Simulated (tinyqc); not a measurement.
A ladder of methods, and size consistency: correlation methods against full CI in the sto-3g basis, for BeH2, spin multiplicity 1. Computed by the program tinyqc with PySCF. Command: `OMP_NUM_THREADS=1 python tinyqc.py 114610 114611 out.jsonl`; one thread of a shared host (Intel(R) Xeon(R) Processor @ 2.60GHz), about 2 s.

Geometry (angstrom):
```
atom,x,y,z
Be,0.0000,0.0000,0.0000
H,0.0000,1.2740,0.0000
H,0.0000,-1.3470,0.0000
```

RHF energy of one = -15.559959 hartree

All electrons correlated; +Q is the Davidson correction (1 - c0^2) E_corr. The last columns treat two copies 100 angstrom apart as one system. FCI is the lowest singlet.

Correlation energies (hartree):
```
method,E_corr of one,share of FCI (%),E_corr of two at 100 angstrom,two minus twice one (mhartree)
MP2,-0.022837,66.6625,-0.045674,0.0000
CISD,-0.033532,97.8821,-0.065468,1.5972
CISD+Q,-0.034372,100.3340,-0.068507,0.2380
CCSD,-0.033875,98.8830,-0.067751,0.0000
CCSD(T),-0.034080,99.4799,-0.068160,0.0000
FCI,-0.034258,100.0000,-,-
```

MP2 recovers 67 %, CISD 97.9 % and CCSD 98.9 % of the FCI value (c0^2 = 0.975 in CISD). MP2 and coupled cluster are size consistent, so their last column vanishes; CISD loses 1.60 mhartree, since a double excitation on each copy is a quadruple of the pair, and the Davidson correction leaves +0.24.
